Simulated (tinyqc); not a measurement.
What moves the results: donor level screened by free carriers (Yukawa potential). A value that a table varies takes the place of the one given here.

Potential -(q/(eps r)) exp(-ks r), q = e^2/(4 pi eps0). In units Ry* = Ry m/eps^2 and a* = a0 eps/m the problem is [-Laplacian - 2 exp(-x r)/r] psi = E psi with x = ks a*.

Converged values use 18 functions exp(-z r), z = 1.55^i, i = -11 to 6: S = 2/A^3, H = z_i z_j S - 2/(A + x)^2, A = z_i + z_j.

Screening wave number: Debye ks^2 = 4 pi q n/(eps kB T); Thomas-Fermi ks^2 = 6 pi q n/(eps EF) with EF = c (3 pi^2 n/gv)^(2/3)/m, c = hbar^2/2m0; the two are joined by 1/ks^2 = sqrt(1/ks_D^4 + 1/ks_TF^4). 1e18/cm^3 = 1e-6/angstrom^3, q = e^2/(4 pi eps0).

Constants: e^2/(4 pi eps0) = 14.39964547 eV angstrom; kB = 8.617333262e-05 eV/K; hbar^2/2m0 = 3.80998211 eV angstrom^2; Ry = 13.60569312 eV; a0 (Bohr radius) = 0.5291772105 angstrom.

Parameters, chosen for this exercise (near those of a donor in Si, with one mean mass; the results hold for these values, not for the real material): xs = (0.06, 0.17, 0.29, 0.57, 0.65, 0.94, 1.12) (values of x); m = 0.323 m0 (mass); eps = 11.8 (dielectric constant); gv = 6 (valleys); T = 77 K (temperature); nl = (0.017, 0.057, 0.17, 0.57, 1.7, 5.7, 17) x 1e18/cm^3 (densities); n = 0.57 x 1e18/cm^3 (free-carrier density).

## Towards the loss of the bound state

First order (-1 + 2x), one-parameter (minimum of z^2 - 8 z^3/(2z + x)^2) and converged 1s energies in Ry*, and the mean radius in a*; a dash marks an unbound result.

Results:
```
x     first order  trial function  converged    <r>
0.06      -0.8800         -0.8852    -0.8852   1.50
0.17      -0.6600         -0.6992    -0.6993   1.54
0.29      -0.4200         -0.5276    -0.5282   1.60
0.57            -         -0.2310    -0.2358   1.91
0.65            -         -0.1691    -0.1761   2.07
0.94            -         -0.0176    -0.0359   3.52
1.12            -               -    -0.0028  10.39
```

How do the results move?

First order loses the state at x = 0.5, the trial function reaches zero energy at x = 1.00, and the exact limit is 1.19. The radius starts at 1.5 a*, grows slowly at first (1.60 at x = 0.29), then steadily, and swells towards the end (10.4 at 1.12), where a single exponential fails: the binding vanishes as the square of the distance from 1.19.

## Binding against carrier density

Ry* = 31.5616 meV
a* = 19.332 angstrom

x from the joined ks; converged 1s binding (dash: x above 1.17, at or past the limit 1.19 where the state unbinds).

Results:
```
n (1e18/cm^3)  EF/kB T  1/ks (angstrom)      x  binding (meV)  n^(1/3) a*
0.017             0.03            159.6  0.121          24.56       0.050
0.057             0.08             87.2  0.222          19.62       0.074
0.17              0.16             50.6  0.382          13.15       0.107
0.57              0.35             27.9  0.692           4.69       0.160
1.7               0.73             16.8  1.148           0.03       0.231
5.7               1.64             10.6  1.822              -       0.345
17                3.41              7.9  2.432              -       0.497
```

What does this show?

The binding falls from 24.6 to 0.0 meV (bare value 31.6); it passes half the bare value between 0.057 and 0.17 x 1e18/cm^3. The level is unbound, or bound by less than 0.001 Ry*, from 5.7 x 1e18/cm^3 on; as the density rises, it is lost by the time n^(1/3) a* reaches 0.35. x grows with exponent 0.50 in n at the start and 0.26 at the end (1/2 for Debye, 1/6 for Thomas-Fermi screening).

## What each parameter does

Ry* = Ry m/eps^2, a* = a0 eps/m, x = ks a* with the joined ks; converged binding. Each row changes one parameter from the base and keeps the others.

Results:
```
case                   1/ks (angstrom)      x  binding in Ry*  binding (meV)
base                              27.9  0.692           0.148           4.69
n = 0.855 x 1e18/cm^3             23.0  0.840           0.072           2.26
T = 47 K                          22.3  0.867           0.061           1.91
m = 0.362 m0                      27.9  0.619           0.198           7.00
eps = 10.9                        26.8  0.665           0.166           6.13
gv = 7                            27.9  0.694           0.147           4.65
```

What does this show?

The largest shifts from the base row, up to three for each result and ties (the steps differ in size, so this ranks the rows, not the parameters). 1/ks (angstrom): T -5.6, n -4.9, eps -1.1; unchanged at the printed digits by m and gv. x: T +0.175, n +0.148, m -0.073. binding in Ry*: T -0.088, n -0.077, m +0.049. binding (meV): T -2.78, n -2.43, m +2.31.

(tinyqc, `OMP_NUM_THREADS=1 python tinyqc.py 1252459 1252460 out.jsonl`, Intel(R) Xeon(R) Processor @ 2.30GHz, 1 thread, shared host, about 0.02 s.)
